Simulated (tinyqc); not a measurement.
Inside a calculation. Method: Pariser-Parr-Pople SCF with singles CI, for the molecule Nc1ccc[cH+]cc1 (SMILES; centres numbered as the heavy atoms are written). Computed by tinyqc, a small Python program that keeps every step. Settings: charge = 1, gamma = Ohno, start = huckel, damping = 0, iteration cap = 57, excitations kept = 4. Command: `OMP_NUM_THREADS=1 python tinyqc.py 30482 30483 out.jsonl` (the two numbers bound the seeds that draw the settings). One thread of a shared host (Intel(R) Xeon(R) Processor @ 2.60GHz), about 0.01 s of CPU time with the checks. Later iterations appear only in the table of the cycle.

## PPP integrals

Centres (angstrom, eV; a flat drawing with bonds scaled to 1.40 angstrom):
```
centre        x        y  core charge z        W  gamma_rr
1N       2.6370   0.0000              2  27.3400   17.8700
2C       1.2370   0.0000              1  10.6500   11.3700
3C       0.6290   1.2610              1  10.6500   11.3700
4C      -0.7360   1.5730              1  10.6500   11.3700
5C      -1.8300   0.7000              1  10.6500   11.3700
6C      -1.8300  -0.7000              1  10.6500   11.3700
7C      -0.7360  -1.5730              1  10.6500   11.3700
8C       0.6290  -1.2610              1  10.6500   11.3700
```

Resonance integrals (eV):
```
i  j     beta
1  2  -2.3900
2  3  -2.3900
3  4  -2.3900
4  5  -2.3900
5  6  -2.3900
6  7  -2.3900
7  8  -2.3900
8  2  -2.3900
```

Ohno: gamma = 14.399645/sqrt(R^2 + a^2), a = 2 x 14.399645/(gamma_rr + gamma_ss); H_rr = -W_r - sum_(s != r) z_s gamma_rs; H_rs = beta for bonds.

repulsion gamma_rs (eV):
```
         1N       2C       3C       4C       5C       6C       7C       8C
1N  17.8700   8.4122   5.6083   3.7403   3.1117   3.1117   3.7403   5.6083
2C   8.4122  11.3700   7.6278   5.1003   4.2461   4.2461   5.1003   7.6278
3C   5.6083   7.6278  11.3700   7.6270   5.1021   4.2469   4.2465   5.1024
4C   3.7403   5.1003   7.6270  11.3700   7.6287   5.1015   4.2460   4.2465
5C   3.1117   4.2461   5.1021   7.6287  11.3700   7.6276   5.1015   4.2469
6C   3.1117   4.2461   4.2469   5.1015   7.6276  11.3700   7.6287   5.1021
7C   3.7403   5.1003   4.2465   4.2460   5.1015   7.6287  11.3700   7.6270
8C   5.6083   7.6278   5.1024   4.2465   4.2469   5.1021   7.6270  11.3700
```

core matrix H (eV):
```
          1N        2C        3C        4C        5C        6C        7C        8C
1N  -60.6730   -2.3900    0.0000    0.0000    0.0000    0.0000    0.0000    0.0000
2C   -2.3900  -61.4230   -2.3900    0.0000    0.0000    0.0000    0.0000   -2.3900
3C    0.0000   -2.3900  -55.8194   -2.3900    0.0000    0.0000    0.0000    0.0000
4C    0.0000    0.0000   -2.3900  -52.0805   -2.3900    0.0000    0.0000    0.0000
5C    0.0000    0.0000    0.0000   -2.3900  -50.8264   -2.3900    0.0000    0.0000
6C    0.0000    0.0000    0.0000    0.0000   -2.3900  -50.8264   -2.3900    0.0000
7C    0.0000    0.0000    0.0000    0.0000    0.0000   -2.3900  -52.0805   -2.3900
8C    0.0000   -2.3900    0.0000    0.0000    0.0000    0.0000   -2.3900  -55.8194
```

## Starting guess

pi electrons, sum of z_r less the charge = 8

Orbitals of the Hueckel matrix of the beta values.

P at the start:
```
         1N       2C       3C       4C       5C       6C       7C       8C
1N   1.3106   0.7564  -0.1672  -0.3064   0.2095   0.2095  -0.3064  -0.1672
2C   0.7564   0.9763   0.4500   0.0423  -0.0969  -0.0969   0.0423   0.4500
3C  -0.1672   0.4500   0.9422   0.7653   0.0618  -0.3259  -0.1058   0.2436
4C  -0.3064   0.0423   0.7653   0.9617   0.5363   0.0529  -0.1246  -0.1058
5C   0.2095  -0.0969   0.0618   0.5363   0.9527   0.7376   0.0529  -0.3259
6C   0.2095  -0.0969  -0.3259   0.0529   0.7376   0.9527   0.5363   0.0618
7C  -0.3064   0.0423  -0.1058  -0.1246   0.0529   0.5363   0.9617   0.7653
8C  -0.1672   0.4500   0.2436  -0.1058  -0.3259   0.0618   0.7653   0.9422
```

## Iteration 1: Fock matrix

F_rr = H_rr + P_rr gamma_rr / 2 + sum_(s != r) P_ss gamma_rs; F_rs = H_rs - P_rs gamma_rs / 2; E = tr P (H + F) / 2 + core repulsion sum_(r<s) z_r z_s gamma_rs.

F (eV):
```
          1N        2C        3C       4C       5C       6C       7C        8C
1N  -17.0590   -5.5714    0.4687   0.5730  -0.3260  -0.3260   0.5730    0.4687
2C   -5.5714  -12.5740   -4.1062  -0.1080   0.2057   0.2057  -0.1080   -4.1062
3C    0.4687   -4.1062  -10.5333  -5.3085  -0.1577   0.6920   0.2247   -0.6215
4C    0.5730   -0.1080   -5.3085  -9.3337  -4.4357  -0.1349   0.2646    0.2247
5C   -0.3260    0.2057   -0.1577  -4.4357  -8.8690  -5.2030  -0.1349    0.6920
6C   -0.3260    0.2057    0.6920  -0.1349  -5.2030  -8.8690  -4.4357   -0.1577
7C    0.5730   -0.1080    0.2247   0.2646  -0.1349  -4.4357  -9.3337   -5.3085
8C    0.4687   -4.1062   -0.6215   0.2247   0.6920  -0.1577  -5.3085  -10.5333
```

pi energy = -117.9952 eV

## Iteration 1: orbitals and new P

Diagonalise F (the basis is taken as orthonormal) and form P = 2 sum c c over the lowest orbitals.

orbital energies (eV): -21.8288  -17.9997  -16.3585  -15.1202  -6.8126  -5.9227  -2.1677  -0.8949

P after iteration 1:
```
         1N       2C       3C       4C       5C       6C       7C       8C
1N   1.6397   0.5992  -0.2286  -0.1893   0.1666   0.1666  -0.1893  -0.2286
2C   0.5992   0.9342   0.5201   0.1187  -0.1836  -0.1836   0.1187   0.5201
3C  -0.2286   0.5201   0.9891   0.7344   0.0998  -0.2663  -0.1812   0.1550
4C  -0.1893   0.1187   0.7344   0.8468   0.5535   0.1516  -0.1583  -0.1812
5C   0.1666  -0.1836   0.0998   0.5535   0.8771   0.7164   0.1516  -0.2663
6C   0.1666  -0.1836  -0.2663   0.1516   0.7164   0.8771   0.5535   0.0998
7C  -0.1893   0.1187  -0.1812  -0.1583   0.1516   0.5535   0.8468   0.7344
8C  -0.2286   0.5201   0.1550  -0.1812  -0.2663   0.0998   0.7344   0.9891
```

## Iteration 2: Fock matrix

As before.

F (eV):
```
          1N        2C        3C       4C        5C        6C       7C        8C
1N  -15.2755   -4.9104    0.6410   0.3541   -0.2592   -0.2592   0.3541    0.6410
2C   -4.9104  -11.1419   -4.3735  -0.3027    0.3899    0.3899  -0.3027   -4.3735
3C    0.6410   -4.3735  -10.5727  -5.1908   -0.2546    0.5655   0.3848   -0.3954
4C    0.3541   -0.3027   -5.1908  -9.8630   -4.5011   -0.3866   0.3361    0.3848
5C   -0.2592    0.3899   -0.2546  -4.5011  -10.0534   -5.1222  -0.3866    0.5655
6C   -0.2592    0.3899    0.5655  -0.3866   -5.1222  -10.0534  -4.5011   -0.2546
7C    0.3541   -0.3027    0.3848   0.3361   -0.3866   -4.5011  -9.8630   -5.1908
8C    0.6410   -4.3735   -0.3954   0.3848    0.5655   -0.2546  -5.1908  -10.5727
```

pi energy = -119.1951 eV

## Iteration 2: orbitals and new P

As before.

orbital energies (eV): -20.3745  -18.2695  -16.8282  -15.1150  -6.4932  -6.2962  -2.0328  -1.9863

P after iteration 2:
```
         1N       2C       3C       4C       5C       6C       7C       8C
1N   1.6678   0.5887  -0.2247  -0.1761   0.1490   0.1490  -0.1761  -0.2247
2C   0.5887   0.9009   0.5211   0.1337  -0.1798  -0.1798   0.1337   0.5211
3C  -0.2247   0.5211   0.9801   0.7299   0.0996  -0.2704  -0.1790   0.1725
4C  -0.1761   0.1337   0.7299   0.8451   0.5575   0.1411  -0.1778  -0.1790
5C   0.1490  -0.1798   0.0996   0.5575   0.8904   0.7209   0.1411  -0.2704
6C   0.1490  -0.1798  -0.2704   0.1411   0.7209   0.8904   0.5575   0.0996
7C  -0.1761   0.1337  -0.1790  -0.1778   0.1411   0.5575   0.8451   0.7299
8C  -0.2247   0.5211   0.1725  -0.1790  -0.2704   0.0996   0.7299   0.9801
```

## Iteration 3: Fock matrix

As before.

F (eV):
```
          1N        2C        3C       4C        5C        6C       7C        8C
1N  -15.3353   -4.8663    0.6301   0.3294   -0.2318   -0.2318   0.3294    0.6301
2C   -4.8663  -11.1369   -4.3775  -0.3411    0.3818    0.3818  -0.3411   -4.3775
3C    0.6301   -4.3775  -10.6620  -5.1734   -0.2541    0.5742   0.3801   -0.4401
4C    0.3294   -0.3411   -5.1734  -9.8822   -4.5165   -0.3599   0.3775    0.3801
5C   -0.2318    0.3818   -0.2541  -4.5165  -10.0360   -5.1395  -0.3599    0.5742
6C   -0.2318    0.3818    0.5742  -0.3599   -5.1395  -10.0360  -4.5165   -0.2541
7C    0.3294   -0.3411    0.3801   0.3775   -0.3599   -4.5165  -9.8822   -5.1734
8C    0.6301   -4.3775   -0.4401   0.3801    0.5742   -0.2541  -5.1734  -10.6620
```

pi energy = -119.2240 eV

## Iteration 3: orbitals and new P

As before.

orbital energies (eV): -20.4229  -18.2498  -16.8747  -15.1549  -6.5347  -6.3081  -2.1187  -1.9687

P after iteration 3:
```
         1N       2C       3C       4C       5C       6C       7C       8C
1N   1.6765   0.5848  -0.2247  -0.1705   0.1436   0.1436  -0.1705  -0.2247
2C   0.5848   0.8920   0.5223   0.1364  -0.1784  -0.1784   0.1364   0.5223
3C  -0.2247   0.5223   0.9812   0.7274   0.0998  -0.2709  -0.1805   0.1772
4C  -0.1705   0.1364   0.7274   0.8426   0.5593   0.1407  -0.1826  -0.1805
5C   0.1436  -0.1784   0.0998   0.5593   0.8920   0.7211   0.1407  -0.2709
6C   0.1436  -0.1784  -0.2709   0.1407   0.7211   0.8920   0.5593   0.0998
7C  -0.1705   0.1364  -0.1805  -0.1826   0.1407   0.5593   0.8426   0.7274
8C  -0.2247   0.5223   0.1772  -0.1805  -0.2709   0.0998   0.7274   0.9812
```

## Convergence

Stop when output and input P, before any damping, agree to 1e-7.

Course of the cycle:
```
iteration       E (eV)  largest |P(out) - P(in)|
1          -117.995158                  3.29e-01
2          -119.195106                  3.32e-02
3          -119.223968                  8.95e-03
4          -119.226464                  3.08e-03
5          -119.226792                  1.09e-03
6          -119.226844                  4.24e-04
7          -119.226854                  2.09e-04
8          -119.226856                  1.09e-04
9          -119.226857                  6.69e-05
10         -119.226857                  4.28e-05
11         -119.226857                  2.78e-05
...                ...                       ...
16         -119.226858                  3.64e-06
17         -119.226858                  2.45e-06
18         -119.226858                  1.65e-06
19         -119.226858                  1.11e-06
20         -119.226858                  7.47e-07
21         -119.226858                  5.03e-07
22         -119.226858                  3.39e-07
23         -119.226858                  2.29e-07
24         -119.226858                  1.54e-07
25         -119.226858                  1.04e-07
26         -119.226858                  7.01e-08
```

Converged in 26 iterations.

## Converged orbitals

Charges are z - P_rr.

orbital energies (eV): -20.4187  -18.2469  -16.8903  -15.1607  -6.5631  -6.3040  -2.1363  -1.9833

coefficients:
```
       MO1      MO2      MO3      MO4      MO5      MO6      MO7      MO8
1N  0.4459  -0.4865   0.0000   0.6362   0.0000  -0.3358  -0.2167   0.0000
2C  0.5798  -0.2835   0.0000  -0.1649   0.0000   0.5283   0.5265   0.0000
3C  0.3665   0.0548   0.4476  -0.3919   0.4987  -0.0412  -0.4554   0.2257
4C  0.2502   0.3108   0.5065  -0.0691  -0.2667  -0.4689   0.3407  -0.4152
5C  0.1886   0.4918   0.2077   0.3545  -0.4245   0.2872  -0.1200   0.5260
6C  0.1886   0.4918  -0.2077   0.3545   0.4245   0.2872  -0.1200  -0.5260
7C  0.2502   0.3108  -0.5065  -0.0691   0.2667  -0.4689   0.3407   0.4152
8C  0.3665   0.0548  -0.4476  -0.3919  -0.4987  -0.0412  -0.4554  -0.2257
```

pi charges: 1N 0.3195, 2C 0.1126, 3C 0.0175, 4C 0.1590, 5C 0.1075, 6C 0.1075, 7C 0.1590, 8C 0.0175

## Singles CI, singlets

Over the 4 single excitations with the smallest orbital gaps: A = (e_a - e_i) delta + 2 (ia|jb) - (ij|ab), with (pq|rs) = sum c_mp c_mq gamma_mn c_nr c_ns. f = 2/3 w |mu|^2 in atomic units, mu = sqrt2 sum c_ia sum_m c_mi c_ma R_m.

singlet CI matrix (eV):
```
        4>5      4>6      3>5     3>6
4>5  4.2204   0.0000   0.0000  0.9220
4>6  0.0000   4.9764  -1.0278  0.0000
3>5  0.0000  -1.0278   5.7271  0.0000
3>6  0.9220   0.0000   0.0000  5.8392
```

singlet excitation energies (eV): 3.8030  4.2576  6.2566  6.4460

oscillator strengths: 0.0579  0.1301  0.9130  1.8231

## Singles CI, triplets

Over the 4 single excitations with the smallest orbital gaps: A = (e_a - e_i) delta - (ij|ab), with (pq|rs) = sum c_mp c_mq gamma_mn c_nr c_ns.

triplet CI matrix (eV):
```
        4>5     4>6     3>5     3>6
4>5  2.8668  0.0000  0.0000  0.1257
4>6  0.0000  2.5729  0.1257  0.0000
3>5  0.0000  0.1257  3.8369  0.0000
3>6  0.1257  0.0000  0.0000  4.3455
```

triplet excitation energies (eV): 2.5605  2.8562  3.8493  4.3561
